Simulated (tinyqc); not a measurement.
Inside a calculation (part 1 of 2). Method: CIS and TDHF on RHF in the sto-3g basis, for BeH2, spin multiplicity 1. Computed by tinyqc, a small Python program that keeps every step (integrals from PySCF). Settings: charge = 0, multiplicity = 1, basis = sto-3g, method = RHF, energy threshold = 1e-10, iteration cap = 52, orthogonalisation = symmetric, start = core, DIIS depth = 6, TDHF = 1. Command: `OMP_NUM_THREADS=1 python tinyqc.py 29638 29639 out.jsonl` (the two numbers bound the seeds that draw the settings). One thread of a shared host (Intel(R) Xeon(R) Processor @ 2.60GHz), about 0.06 s of CPU time with the checks. The early iterations of the SCF are left out here.

## One-electron integrals

Geometry (angstrom):
```
atom       x        y       z
Be    0.0000   0.0000  0.0000
H     0.0000   1.5000  0.1770
H     0.0000  -1.5000  0.1770
```

Basis sto-3g: exponents (1/bohr^2) and contraction coefficients of normalised primitives:
```
element  l (shell)  exponent  coefficient
Be           s (1)   30.1679       0.1543
Be           s (1)    5.4951       0.5353
Be           s (1)    1.4872       0.4446
Be           s (2)    1.3148      -0.1000
Be           s (2)    0.3055       0.3995
Be           s (2)    0.0994       0.7001
Be           p (3)    1.3148       0.1559
Be           p (3)    0.3055       0.6077
Be           p (3)    0.0994       0.3920
H            s (1)    3.4253       0.1543
H            s (1)    0.6239       0.5353
H            s (1)    0.1689       0.4446
```

Overlap, kinetic and nuclear-attraction integrals over the contracted functions; the nuclear repulsion is the sum of Za Zb / Rab.

nuclear repulsion = 2.979225 hartree

overlap S, lower triangle:
```
         1Be 1s  1Be 2s  1Be 2px  1Be 2py  1Be 2pz   2H 1s   3H 1s
1Be 1s   1.0000
1Be 2s   0.2595  1.0000
1Be 2px  0.0000  0.0000   1.0000
1Be 2py  0.0000  0.0000   0.0000   1.0000
1Be 2pz  0.0000  0.0000   0.0000   0.0000   1.0000
2H 1s    0.0478  0.3930   0.0000   0.4704   0.0555  1.0000
3H 1s    0.0478  0.3930   0.0000  -0.4704   0.0555  0.0183  1.0000
```

kinetic energy T (hartree), lower triangle:
```
          1Be 1s  1Be 2s  1Be 2px  1Be 2py  1Be 2pz    2H 1s   3H 1s
1Be 1s    6.6940
1Be 2s   -0.0330  0.2111
1Be 2px   0.0000  0.0000   0.6606
1Be 2py   0.0000  0.0000   0.0000   0.6606
1Be 2pz   0.0000  0.0000   0.0000   0.0000   0.6606
2H 1s    -0.0131  0.0454   0.0000   0.1398   0.0165   0.7600
3H 1s    -0.0131  0.0454   0.0000  -0.1398   0.0165  -0.0066  0.7600
```

nuclear attraction V (hartree), lower triangle:
```
           1Be 1s   1Be 2s  1Be 2px  1Be 2py  1Be 2pz    2H 1s    3H 1s
1Be 1s   -15.2618
1Be 2s    -2.0811  -2.9859
1Be 2px    0.0000   0.0000  -2.9025
1Be 2py    0.0000   0.0000   0.0000  -3.0948
1Be 2pz   -0.0033  -0.0301   0.0000   0.0000  -2.9051
2H 1s     -0.3814  -1.0924   0.0000  -1.2746  -0.1531  -2.7990
3H 1s     -0.3814  -1.0924   0.0000   1.2746  -0.1531  -0.0600  -2.7990
```

core Hamiltonian H = T + V (hartree), lower triangle:
```
          1Be 1s   1Be 2s  1Be 2px  1Be 2py  1Be 2pz    2H 1s    3H 1s
1Be 1s   -8.5678
1Be 2s   -2.1141  -2.7748
1Be 2px   0.0000   0.0000  -2.2419
1Be 2py   0.0000   0.0000   0.0000  -2.4342
1Be 2pz  -0.0033  -0.0301   0.0000   0.0000  -2.2446
2H 1s    -0.3945  -1.0470   0.0000  -1.1348  -0.1366  -2.0390
3H 1s    -0.3945  -1.0470   0.0000   1.1348  -0.1366  -0.0666  -2.0390
```

## Two-electron integrals

Functions are numbered as in S; the eight-fold symmetry (ij|kl) = (ji|kl) = (kl|ij) leaves the list below.

Two-electron integrals (ij|kl) in chemists' order, unique and non-zero (hartree):
```
(11|11) 2.2988      (21|11) 0.3920      (21|21) 0.0795      (22|11) 0.5710
(22|21) 0.1430      (22|22) 0.4177      (31|31) 0.0146      (32|31) 0.0219
(32|32) 0.0923      (33|11) 0.5696      (33|21) 0.1431      (33|22) 0.4176
(33|33) 0.4499      (41|41) 0.0146      (42|41) 0.0219      (42|42) 0.0923
(43|43) 0.0242      (44|11) 0.5696      (44|21) 0.1431      (44|22) 0.4176
(44|33) 0.4014      (44|44) 0.4499      (51|51) 0.0146      (52|51) 0.0219
(52|52) 0.0923      (53|53) 0.0242      (54|54) 0.0242      (55|11) 0.5696
(55|21) 0.1431      (55|22) 0.4176      (55|33) 0.4014      (55|44) 0.4014
(55|55) 0.4499      (61|11) 0.0713      (61|21) 0.0145      (61|22) 0.0262
(61|33) 0.0260      (61|41) 0.0013      (61|42) 0.0024      (61|44) 0.0266
(61|51) 1.49e-04    (61|52) 2.82e-04    (61|54) 6.54e-05    (61|55) 0.0260
(61|61) 0.0028      (62|11) 0.1808      (62|21) 0.0460      (62|22) 0.1474
(62|33) 0.1417      (62|41) 0.0060      (62|42) 0.0373      (62|44) 0.1584
(62|51) 0.0007      (62|52) 0.0044      (62|54) 0.0020      (62|55) 0.1419
(62|61) 0.0092      (62|62) 0.0789      (63|31) 0.0041      (63|32) 0.0195
(63|43) 0.0064      (63|53) 0.0008      (63|63) 0.0070      (64|11) 0.1956
(64|21) 0.0504      (64|22) 0.1691      (64|33) 0.1591      (64|41) 0.0096
(64|42) 0.0578      (64|44) 0.1887      (64|51) 0.0007      (64|52) 0.0045
(64|54) 0.0027      (64|55) 0.1593      (64|61) 0.0106      (64|62) 0.1027
(64|64) 0.1379      (65|11) 0.0231      (65|21) 0.0059      (65|22) 0.0200
(65|33) 0.0188      (65|41) 0.0007      (65|42) 0.0045      (65|44) 0.0208
(65|51) 0.0042      (65|52) 0.0201      (65|54) 0.0066      (65|55) 0.0203
(65|61) 0.0012      (65|62) 0.0121      (65|64) 0.0154      (65|65) 0.0089
(66|11) 0.3487      (66|21) 0.0903      (66|22) 0.3247      (66|33) 0.3014
(66|41) 0.0134      (66|42) 0.1094      (66|44) 0.3703      (66|51) 0.0016
(66|52) 0.0129      (66|54) 0.0081      (66|55) 0.3023      (66|61) 0.0186
(66|62) 0.2230      (66|64) 0.3077      (66|65) 0.0363      (66|66) 0.7746
(71|11) 0.0713      (71|21) 0.0145      (71|22) 0.0262      (71|33) 0.0260
(71|41) -0.0013     (71|42) -0.0024     (71|44) 0.0266      (71|51) 1.49e-04
(71|52) 2.82e-04    (71|54) -6.54e-05   (71|55) 0.0260      (71|61) 0.0025
(71|62) 0.0078      (71|64) 0.0083      (71|65) 0.0011      (71|66) 0.0152
(71|71) 0.0028      (72|11) 0.1808      (72|21) 0.0460      (72|22) 0.1474
(72|33) 0.1417      (72|41) -0.0060     (72|42) -0.0373     (72|44) 0.1584
(72|51) 0.0007      (72|52) 0.0044      (72|54) -0.0020     (72|55) 0.1419
(72|61) 0.0078      (72|62) 0.0402      (72|64) 0.0423      (72|65) 0.0061
(72|66) 0.0835      (72|71) 0.0092      (72|72) 0.0789      (73|31) 0.0041
(73|32) 0.0195      (73|43) -0.0064     (73|53) 0.0008      (73|63) 0.0028
(73|73) 0.0070      (74|11) -0.1956     (74|21) -0.0504     (74|22) -0.1691
(74|33) -0.1591     (74|41) 0.0096      (74|42) 0.0578      (74|44) -0.1887
(74|51) -0.0007     (74|52) -0.0045     (74|54) 0.0027      (74|55) -0.1593
(74|61) -0.0083     (74|62) -0.0423     (74|64) -0.0432     (74|65) -0.0063
(74|66) -0.0874     (74|71) -0.0106     (74|72) -0.1027     (74|74) 0.1379
(75|11) 0.0231      (75|21) 0.0059      (75|22) 0.0200      (75|33) 0.0188
(75|41) -0.0007     (75|42) -0.0045     (75|44) 0.0208      (75|51) 0.0042
(75|52) 0.0201      (75|54) -0.0066     (75|55) 0.0203      (75|61) 0.0011
(75|62) 0.0061      (75|64) 0.0063      (75|65) 0.0037      (75|66) 0.0129
(75|71) 0.0012      (75|72) 0.0121      (75|74) -0.0154     (75|75) 0.0089
(76|11) 0.0112      (76|21) 0.0028      (76|22) 0.0079      (76|33) 0.0078
(76|44) 0.0081      (76|51) 8.72e-05    (76|52) 4.32e-04    (76|55) 0.0078
(76|61) 0.0005      (76|62) 0.0029      (76|64) 0.0034      (76|65) 4.86e-04
(76|66) 0.0065      (76|71) 0.0005      (76|72) 0.0029      (76|74) -0.0034
(76|75) 4.86e-04    (76|76) 1.54e-04    (77|11) 0.3487      (77|21) 0.0903
(77|22) 0.3247      (77|33) 0.3014      (77|41) -0.0134     (77|42) -0.1094
(77|44) 0.3703      (77|51) 0.0016      (77|52) 0.0129      (77|54) -0.0081
(77|55) 0.3023      (77|61) 0.0152      (77|62) 0.0835      (77|64) 0.0874
(77|65) 0.0129      (77|66) 0.1764      (77|71) 0.0186      (77|72) 0.2230
(77|74) -0.3077     (77|75) 0.0363      (77|76) 0.0065      (77|77) 0.7746
```

## Orthogonalisation

S = U s U^T; symmetric (Loewdin) form X = U s^(-1/2) U^T, so that X^T S X = 1.

eigenvalues of S: 0.3256  0.4136  0.9353  1.0000  1.0168  1.6526  1.6561

X, lower triangle:
```
          1Be 1s   1Be 2s  1Be 2px  1Be 2py  1Be 2pz    2H 1s   3H 1s
1Be 1s    1.0286
1Be 2s   -0.1518   1.1839
1Be 2px   0.0000   0.0000   1.0000
1Be 2py   0.0000   0.0000   0.0000   1.2581
1Be 2pz  -0.0022   0.0217   0.0000   0.0000   1.0030
2H 1s     0.0209  -0.2500   0.0000  -0.3448  -0.0346   1.2073
3H 1s     0.0209  -0.2500   0.0000   0.3448  -0.0346  -0.0642  1.2073
```

## Iteration 7 (converged): orbitals

converged F (hartree), lower triangle:
```
          1Be 1s   1Be 2s  1Be 2px  1Be 2py  1Be 2pz    2H 1s    3H 1s
1Be 1s   -4.5266
1Be 2s   -1.2892  -0.6021
1Be 2px   0.0000   0.0000   0.2139
1Be 2py   0.0000   0.0000   0.0000  -0.1646
1Be 2pz   0.0027  -0.0215   0.0000   0.0000   0.2105
2H 1s    -0.2451  -0.3558   0.0000  -0.3088  -0.0284  -0.2491
3H 1s    -0.2451  -0.3558   0.0000   0.3088  -0.0284  -0.0221  -0.2491
```

Diagonalise F' = X^T F X, C = X C', fill 3 alpha and 3 beta electrons from the bottom; D = 2 C_occ C_occ^T. Each column has its largest component positive (the first on a tie).

F' = X^T F X (hartree), lower triangle:
```
         1        2       3        4        5        6       7
1  -4.4172
2  -0.6988  -0.1352
3   0.0000   0.0000  0.2139
4   0.0000   0.0000  0.0000   0.2213
5   0.0014   0.0090  0.0000   0.0000   0.2150
6  -0.0142  -0.2920  0.0000  -0.3965  -0.0356   0.0581
7  -0.0142  -0.2920  0.0000   0.3965  -0.0356  -0.0774  0.0581
```

orbital energies (hartree): MO1 -4.5299, MO2 -0.4268, MO3 -0.3839, MO4 0.2064, MO5 0.2139, MO6 0.3936, MO7 0.7407

coefficients C:
```
             MO1      MO2      MO3      MO4     MO5      MO6      MO7
1Be 1s    0.9918  -0.2140   0.0000   0.0603  0.0000  -0.2208   0.0000
1Be 2s    0.0314   0.5953   0.0000  -0.2567  0.0000   1.0625   0.0000
1Be 2px   0.0000   0.0000   0.0000   0.0000  1.0000   0.0000   0.0000
1Be 2py   0.0000   0.0000   0.4972   0.0000  0.0000   0.0000   1.2543
1Be 2pz  -0.0001   0.0268   0.0000   0.9645  0.0000   0.2791   0.0000
2H 1s    -0.0037   0.3916   0.4252   0.1211  0.0000  -0.7412  -0.8639
3H 1s    -0.0037   0.3916  -0.4252   0.1211  0.0000  -0.7412   0.8639
```

D after iteration 7, lower triangle:
```
          1Be 1s  1Be 2s  1Be 2px  1Be 2py  1Be 2pz    2H 1s   3H 1s
1Be 1s    2.0591
1Be 2s   -0.1926  0.7108
1Be 2px   0.0000  0.0000   0.0000
1Be 2py   0.0000  0.0000   0.0000   0.4945
1Be 2pz  -0.0116  0.0319   0.0000   0.0000   0.0014
2H 1s    -0.1751  0.4661   0.0000   0.4228   0.0210   0.6684
3H 1s    -0.1751  0.4661   0.0000  -0.4228   0.0210  -0.0548  0.6684
```

## Convergence

Stop when the energy changes by less than 1e-10 hartree and every element of the error matrix X^T (F D S - S D F) X is below 3e-06.

Course of the cycle:
```
iteration  E (hartree)     change  largest element of the error matrix
1           -14.856787          -                             5.49e-01
2           -15.525531  -6.69e-01                             3.49e-02
3           -15.527861  -2.33e-03                             5.71e-03
4           -15.527966  -1.05e-04                             1.23e-03
5           -15.527971  -5.02e-06                             2.38e-05
6           -15.527971  -2.27e-09                             3.22e-06
7           -15.527971  -2.91e-11                             1.17e-07
```

PySCF RHF in the same basis = -15.527971 hartree

Converged in 7 iterations.

## Integrals over molecular orbitals

(pq|rs) = sum C_ip C_jq C_kr C_ls (ij|kl), one index at a time.

one-electron integrals over orbitals h = C^T H C (hartree), lower triangle:
```
         1        2        3        4        5        6        7
1  -8.5564
2   0.2109  -2.3355
3   0.0000   0.0000  -2.2747
4  -0.0617   0.0257   0.0000  -2.2288
5   0.0000   0.0000   0.0000   0.0000  -2.2419
6   0.1942  -0.2300   0.0000  -0.0642   0.0000  -1.9112
7   0.0000   0.0000  -0.3046   0.0000   0.0000   0.0000  -1.8552
```

Two-electron integrals over orbitals (pq|rs), unique and non-zero (hartree):
```
(11|11) 2.2718      (21|11) -0.1887     (21|21) 0.0242      (22|11) 0.4639
(22|21) -0.0058     (22|22) 0.3805      (31|31) 0.0052      (32|31) 0.0116
(32|32) 0.1597      (33|11) 0.4281      (33|21) -0.0024     (33|22) 0.3921
(33|33) 0.4151      (41|11) 0.0517      (41|21) -0.0062     (41|22) 0.0037
(41|33) 0.0021      (41|41) 0.0166      (42|11) -0.0254     (42|21) 0.0019
(42|22) 0.0107      (42|33) 0.0126      (42|41) 0.0137      (42|42) 0.0483
(43|31) -1.90e-04   (43|32) 0.0169      (43|43) 0.0157      (44|11) 0.5642
(44|21) -0.0077     (44|22) 0.3542      (44|33) 0.3395      (44|41) -0.0062
(44|42) -0.0328     (44|44) 0.4537      (51|51) 0.0158      (52|51) 0.0150
(52|52) 0.0477      (53|53) 0.0129      (54|51) -0.0042     (54|52) -0.0113
(54|54) 0.0263      (55|11) 0.5692      (55|21) -0.0074     (55|22) 0.3570
(55|33) 0.3399      (55|41) 0.0017      (55|42) -0.0123     (55|44) 0.3995
(55|55) 0.4499      (61|11) -0.1847     (61|21) 0.0243      (61|22) -0.0053
(61|33) -0.0027     (61|41) -0.0027     (61|42) 0.0048      (61|44) -0.0075
(61|55) -0.0053     (61|61) 0.0254      (62|11) 0.1293      (62|21) -0.0059
(62|22) -0.0146     (62|33) -0.0402     (62|41) 0.0047      (62|42) -0.0055
(62|44) 0.0549      (62|55) 0.0632      (62|61) -0.0038     (62|62) 0.0811
(63|31) -0.0009     (63|32) -0.0907     (63|43) -0.0141     (63|63) 0.0834
(64|11) 0.0235      (64|21) 3.89e-04    (64|22) 0.0027      (64|33) -0.0052
(64|41) 0.0135      (64|42) 0.0359      (64|44) -0.0022     (64|55) 0.0095
(64|61) 0.0038      (64|62) 0.0263      (64|64) 0.0421      (65|51) 0.0157
(65|52) 0.0454      (65|54) -0.0071     (65|65) 0.0478      (66|11) 0.4701
(66|21) -0.0064     (66|22) 0.3843      (66|33) 0.3929      (66|41) 0.0100
(66|42) 0.0294      (66|44) 0.3485      (66|55) 0.3582      (66|61) -0.0041
(66|62) -0.0197     (66|64) 0.0170      (66|66) 0.4099      (71|31) 0.0098
(71|32) 0.0181      (71|43) -0.0007     (71|63) -3.10e-04   (71|71) 0.0187
(72|31) 0.0043      (72|32) -0.0404     (72|43) -0.0143     (72|63) 0.0607
(72|71) 0.0081      (72|72) 0.0569      (73|11) 0.1476      (73|21) -0.0042
(73|22) -0.0013     (73|33) -0.0186     (73|41) -1.04e-04   (73|42) -0.0199
(73|44) 0.0664      (73|55) 0.0676      (73|61) -0.0037     (73|62) 0.0748
(73|64) 0.0131      (73|66) -0.0209     (73|73) 0.0863      (74|31) -0.0030
(74|32) -0.0329     (74|43) 0.0098      (74|63) 0.0202      (74|71) -0.0052
(74|72) 0.0059      (74|74) 0.0241      (75|53) 0.0133      (75|75) 0.0168
(76|31) 0.0096      (76|32) 0.1360      (76|43) 0.0184      (76|63) -0.0883
(76|71) 0.0154      (76|72) -0.0489     (76|74) -0.0276     (76|76) 0.1301
(77|11) 0.5515      (77|21) -0.0078     (77|22) 0.4053      (77|33) 0.4221
(77|41) 0.0015      (77|42) 0.0025      (77|44) 0.3820      (77|55) 0.3801
(77|61) -0.0076     (77|62) -0.0220     (77|64) -0.0067     (77|66) 0.4140
(77|73) 0.0011      (77|77) 0.4600
```

## CIS matrix, singlets

A(ia,jb) = (e_a - e_i) d_ij d_ab + 2 (ia|jb) - (ij|ab).

CIS matrix A, singlet (hartree), lower triangle:
```
         1>4     1>5      1>6      1>7      2>4     2>5     2>6      2>7
1>4   4.2053
1>5   0.0000  4.2061
1>6  -0.0289  0.0000   4.5042
1>7   0.0000  0.0000   0.0000   4.7566
2>4   0.0352  0.0000   0.0093   0.0000   0.3755
2>5   0.0000  0.0373   0.0000   0.0000   0.0000  0.3791
2>6   0.0091  0.0000  -0.0012   0.0000  -0.0137  0.0000  0.5982
2>7   0.0000  0.0000   0.0000   0.0240   0.0000  0.0000  0.0000   0.8761
3>4   0.0000  0.0000   0.0000   0.0016   0.0000  0.0000  0.0000   0.0044
3>5   0.0000  0.0000   0.0000   0.0000   0.0000  0.0000  0.0000   0.0000
3>6   0.0000  0.0000   0.0000  -0.0102   0.0000  0.0000  0.0000  -0.0146
3>7   0.0028  0.0000  -0.0170   0.0000  -0.0070  0.0000  0.0136   0.0000

         3>4     3>5     3>6     3>7
3>4   0.2823
3>5   0.0000  0.2837
3>6  -0.0231  0.0000  0.5513
3>7   0.0000  0.0000  0.0000  0.8751
```

## CIS singlet states

dipole integrals <i|r|a> (bohr):
```
          x        y        z
1>4  0.0000   0.0000   0.1470
1>5  0.1516   0.0000   0.0000
1>6  0.0000   0.0000   0.0369
1>7  0.0000   0.1360   0.0000
2>4  0.0000   0.0000   0.9588
2>5  0.9634   0.0000   0.0000
2>6  0.0000   0.0000   0.0919
2>7  0.0000  -0.6639   0.0000
3>4  0.0000   0.1898   0.0000
3>5  0.0000   0.0000   0.0000
3>6  0.0000  -1.2790   0.0000
3>7  0.0000   0.0000  -0.2210
```

Diagonalise A (1 hartree = 27.211386 eV); each vector has its largest component positive (the first on a tie). The transition dipole is mu = sqrt2 sum c_ia <i|r|a>.

singlet excitation energies (eV): 7.6272  7.7196  10.1842  10.3054  15.0367  16.2818  23.8323  23.8537  114.3675  114.4648  122.6436  129.4384

lowest vectors:
```
     state 1  state 2  state 3  state 4  state 5  state 6
1>4   0.0000   0.0000  -0.0093   0.0000   0.0000  -0.0019
1>5   0.0000   0.0000   0.0000  -0.0098   0.0000   0.0000
1>6   0.0000   0.0000  -0.0022   0.0000   0.0000   0.0002
1>7  -0.0001   0.0000   0.0000   0.0000   0.0022   0.0000
2>4   0.0000   0.0000   0.9980   0.0000   0.0000  -0.0598
2>5   0.0000   0.0000   0.0000   1.0000   0.0000   0.0000
2>6   0.0000   0.0000   0.0605   0.0000   0.0000   0.9969
2>7  -0.0052   0.0000   0.0000   0.0000   0.0460   0.0000
3>4   0.9964   0.0000   0.0000   0.0000  -0.0841   0.0000
3>5   0.0000   1.0000   0.0000   0.0000   0.0000   0.0000
3>6   0.0845   0.0000   0.0000   0.0000   0.9954   0.0000
3>7   0.0000   0.0000   0.0122   0.0000   0.0000  -0.0503
```

oscillator strengths 2/3 w |mu|^2: 0.0027  0.0000  0.4582  0.4672  1.2824  0.0016

## TDHF (RPA) singlet states

B(ia,jb) = 2 (ia|jb) - (ib|ja); the squared energies are the eigenvalues of (A - B)(A + B); 1 hartree = 27.211386 eV.

TDHF matrix B, singlet (hartree), lower triangle:
```
         1>4     1>5      1>6      1>7      2>4     2>5     2>6      2>7
1>4   0.0166
1>5   0.0000  0.0158
1>6  -0.0027  0.0000   0.0254
1>7   0.0000  0.0000   0.0000   0.0187
2>4   0.0137  0.0000   0.0049   0.0000   0.0483
2>5   0.0000  0.0150   0.0000   0.0000   0.0000  0.0477
2>6   0.0047  0.0000  -0.0038   0.0000  -0.0055  0.0000  0.0811
2>7   0.0000  0.0000   0.0000   0.0081   0.0000  0.0000  0.0000   0.0569
3>4   0.0000  0.0000   0.0000  -0.0013   0.0000  0.0000  0.0000  -0.0086
3>5   0.0000  0.0000   0.0000   0.0000   0.0000  0.0000  0.0000   0.0000
3>6   0.0000  0.0000   0.0000   0.0031   0.0000  0.0000  0.0000   0.0466
3>7   0.0005  0.0000  -0.0071   0.0000  -0.0256  0.0000  0.0889   0.0000

         3>4     3>5     3>6     3>7
3>4   0.0157
3>5   0.0000  0.0129
3>6  -0.0141  0.0000  0.0834
3>7   0.0000  0.0000  0.0000  0.0863
```

squared energies w^2 (hartree^2): 0.0783  0.0803  0.1376  0.1411  0.2955  0.3457  0.7483  0.7632  17.6639  17.6940  20.3128  22.6264

TDHF energies from the positive w^2 (eV): 7.6147  7.7116  10.0929  10.2230  14.7929  15.9990  23.5396  23.7719  114.3653  114.4625  122.6411  129.4370

## CIS matrix, triplets

A(ia,jb) = (e_a - e_i) d_ij d_ab - (ij|ab).

CIS matrix A, triplet (hartree), lower triangle:
```
         1>4     1>5      1>6      1>7      2>4     2>5      2>6      2>7
1>4   4.1721
1>5   0.0000  4.1746
1>6  -0.0235  0.0000   4.4534
1>7   0.0000  0.0000   0.0000   4.7191
2>4   0.0077  0.0000  -0.0004   0.0000   0.2790
2>5   0.0000  0.0074   0.0000   0.0000   0.0000  0.2837
2>6  -0.0004  0.0000   0.0064   0.0000  -0.0027  0.0000   0.4360
2>7   0.0000  0.0000   0.0000   0.0078   0.0000  0.0000   0.0000   0.7622
3>4   0.0000  0.0000   0.0000   0.0030   0.0000  0.0000   0.0000   0.0329
3>5   0.0000  0.0000   0.0000   0.0000   0.0000  0.0000   0.0000   0.0000
3>6   0.0000  0.0000   0.0000  -0.0096   0.0000  0.0000   0.0000  -0.1360
3>7   0.0030  0.0000  -0.0096   0.0000   0.0329  0.0000  -0.1360   0.0000

        3>4     3>5     3>6     3>7
3>4  0.2508
3>5  0.0000  0.2578
3>6  0.0052  0.0000  0.3846
3>7  0.0000  0.0000  0.0000  0.7025
```
